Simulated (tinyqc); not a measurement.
Length of a polyene: Hueckel, PPP and singles CI along the polyenes. Computed by the program tinyqc. Hueckel uses the same beta without repulsion; CIS keeps all single excitations and so misses the low, doubly excited 2Ag state. W is the valence ionisation energy of a centre, MN the Mataga-Nishimoto formula, f the oscillator strength.

All-trans chains of carbon centres 1.40 angstrom apart:

| parameter | value |
|---|---|
| beta (eV), times 1 +/- alternation | -2.460000 |
| alternation | 0.100000 |
| W (eV) | 11.160000 |
| gamma_rr (eV) | 10.600000 |
| repulsion formula | MN |

Gaps and excitations (eV):

| centres | Hueckel gap | PPP orbital gap | bright singlet (CIS) | f | lowest triplet (CIS) |
|---|---|---|---|---|---|
| 2 | 5.4120 | 10.6322 | 8.1019 | 0.6946 | 2.7221 |
| 4 | 3.6334 | 8.3391 | 5.8047 | 1.0593 | 1.8776 |
| 6 | 2.8203 | 7.2051 | 4.7568 | 1.4651 | 1.4981 |
| 8 | 2.3615 | 6.5382 | 4.1509 | 1.8428 | 1.2946 |
| 12 | 1.8679 | 5.8065 | 3.4914 | 2.5357 | 1.0937 |
| 14 | 1.7216 | 5.5904 | 3.2981 | 2.8629 | 1.0399 |

Estimate the missing row, centres = 10.

Computed row:
```
centres  Hueckel gap  PPP orbital gap  bright singlet (CIS)       f  lowest triplet (CIS)
10            2.0691           6.1055                3.7602  2.1976                1.1726
```

The Hueckel gap tends to 4 x alternation x |beta| = 0.98 eV for long chains. Exchange opens the PPP orbital gap, and the attraction of electron and hole brings the bright state 2.29 eV below it at 14 centres; the triplet lies 2.26 eV lower still.
